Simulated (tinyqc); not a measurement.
# Changing the speed of oxidation

Model: dopant redistribution at a moving silicon-oxide interface during parabolic oxidation. Computed by tinyqc, a small Python program. Command: `OMP_NUM_THREADS=1 python tinyqc.py 3022013 3022014 out.jsonl segox sweep`. One thread of a shared host (Intel(R) Xeon(R) Processor @ 2.30GHz), about 0.01 s of CPU time with the checks.

Uniformly doped silicon is oxidised with x_ox = sqrt(B t); the interface advances into the silicon by alpha x_ox, alpha = 0.44. The dopant does not move in the oxide, and at the interface C(silicon) = m C(oxide).

Inputs (values chosen for the exercise, modelled on boron in silicon under steam):

| quantity | value | unit |
|---|---|---|
| dopant prefactor D0 | 1.18 | cm^2/s |
| dopant activation energy E | 3.49 | eV |
| oxidation activation energy E_B | 0.777 | eV |
| segregation coefficient m = C(silicon)/C(oxide) | 0.21 | - |
| bulk doping C_B | 2.7e+17 | 1/cm^3 |
| temperature T | 1075 | C |
| time t | 1 | h |

Constants: k_B = 8.617333262e-05 eV/K.

Method:
- D = D0 exp(-E/(k_B T)), converted with 1 cm^2/s = 3.6e11 um^2/h; B = B0 exp(-E_B/(k_B T)); s = alpha sqrt(B/(4 D)), the interface advance over 2 sqrt(D t).
- Temperatures in kelvin are T(C) + 273.15.
- With the dopant diffusivity D and s = alpha x_ox/(2 sqrt(D t)), in the silicon C = C_B + (C_s - C_B) erfc(y/(2 sqrt(D t)))/erfc(s), y from the original surface. Dopant balance at the interface gives C_s/C_B = 1/[1 + (1/(m alpha) - 1) g], g = sqrt(pi) s exp(s^2) erfc(s).
- Consumed silicon held alpha x_ox C_B; the oxide holds x_ox times the dopant concentration in the oxide; the difference is the excess in the silicon; 1 um = 1e-4 cm.

One run for each value:

| oxidation prefactor B0 (um^2/h) | ratio C_s/C_B | s | excess in the silicon (1/cm^2) |
|---|---|---|---|
| 14 | 0.31189 | 0.1487 | -3.7265e+12 |
| 32 | 0.24448 | 0.2249 | -3.9036e+12 |
| 75 | 0.19134 | 0.3442 | -3.8880e+12 |
| 180 | 0.15240 | 0.5333 | -3.6528e+12 |
| 410 | 0.12771 | 0.8049 | -3.2445e+12 |
| 970 | 0.11133 | 1.2380 | -2.6754e+12 |
| 2300 | 0.10182 | 1.9063 | -2.0506e+12 |
| 5300 | 0.09691 | 2.8938 | -1.4911e+12 |
| 12000 | 0.09450 | 4.3543 | -1.0453e+12 |

Over the rows, ratio C_s/C_B falls from 0.312 to 0.0945 (exponent d ln y / d ln x -0.29 between the first rows and -0.031 between the last); s rises from 0.149 to 4.35 (exponent d ln y / d ln x about 0.50 throughout); excess in the silicon (1/cm^2) goes from -3.73e12 through a minimum among these rows, -3.90e12 at 32.0, to -1.05e12. The exponent of s stays at 0.50: s scales as sqrt(B/D). The last row stands at 102 % of the limit m alpha = 0.092.

Caution (rows 14.0, 32.0, 75.0): in this case the oxide is not much thicker than a typical Deal-Grove length A, so real growth is slower than parabolic. Caution (all rows): parabolic growth needs an oxide much thicker than the Deal-Grove length A, which fails for thin films and low temperatures; oxidation-enhanced or retarded diffusion is ignored.

Extremes, crossings and ranges named in words are read from the listed rows.
